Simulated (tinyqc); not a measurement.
What moves the coefficients: Boltzmann transport in a parabolic band with a power-law relaxation time.

F_j(eta) = (1/Gamma(j + 1)) integral_0^infinity x^j dx/(1 + exp(x - eta)), which tends to exp(eta) for eta << 0.

n = N F_1/2(eta) with N = 2 (m kB T/(4 pi c))^(3/2) with c = hbar^2/2m0, in 1/angstrom^3; times 1e24 for 1/cm^3, m = md.

tau = tau0 x^r with x = E/kT. With K_j = Gamma(j + 1) F_j(eta): <tau> = tau0 (r + 3/2) K_(r+1/2)/((3/2) K_(1/2)); mu = <tau>/(mc m0/e), m0/e = 5.685630e-12 kg/C; Hall factor rH = (3/2) K_(1/2) (2r + 3/2) K_(2r+1/2)/((r + 3/2) K_(r+1/2))^2; Seebeck S = -(kB/e) [(r + 5/2) K_(r+3/2)/((r + 3/2) K_(r+1/2)) - eta]; Lorenz number L = (kB/e)^2 [(r + 7/2) K_(r+5/2)/((r + 3/2) K_(r+1/2)) - ((r + 5/2) K_(r+3/2)/((r + 3/2) K_(r+1/2)))^2]; kB/e in V/K. Valley anisotropy is left out of rH.

Constants: hbar^2/2m0 = 3.80998211 eV angstrom^2; kB = 8.617333262e-05 eV/K.

Parameters, chosen for this exercise (masses near those of Si; tau0 is set for a mobility of the usual size at this n, kL is a free input; freeze-out and phonon drag, which matter near 77 K, are left out; shifted at random, so the results belong to these values and not to a real crystal): md = 1.02 m0 (density-of-states mass); mc = 0.2447 m0 (conductivity mass); tau0 = 150 fs (tau at E = kT); r = 0.5 (exponent of tau); T = 77 K; kL = 10 W/(m K) (lattice thermal conductivity); n = 9.7e+16 1/cm^3 (electron density).

sigma = e n mu with e = 1.602176634e-19 C; ZT = S^2 sigma T/(kL + L sigma T).

Results for these values:
```
case  mu (cm^2/(V s))  sigma (S/cm)  S (microvolt/K)       ZT
base             1627         25.28           -564.1  0.00619
```

What happens to each result for tau0 = 225 fs, all else kept?

Answer: mu rises from 1627 to 2440; sigma rises from 25.28 to 37.93; S does not change at the printed digits; ZT rises from 0.00619 to 0.00929.

The same for each parameter in turn:
```
case                 mu (cm^2/(V s))  sigma (S/cm)  S (microvolt/K)       ZT
base                            1627         25.28           -564.1  0.00619
md = 1.326 m0                   1625         25.26           -598.0  0.00695
mc = 0.3181 m0                  1252         19.45           -564.1  0.00476
n = 1.94e+17 1/cm^3             1632         50.72           -504.4  0.00993
tau0 = 225 fs                   2440         37.93           -564.1  0.00929
kL = 5 W/(m K)                  1627         25.28           -564.1   0.0124
T = 127 K                       1624         25.24           -628.7   0.0127
```

The row for T keeps tau0 fixed; for phonon scattering tau0 itself falls as T rises.

(tinyqc, `OMP_NUM_THREADS=1 python tinyqc.py 1650902 1650903 out.jsonl`, Intel(R) Xeon(R) Processor @ 2.30GHz, 1 thread, shared host, about 0.01 s.)
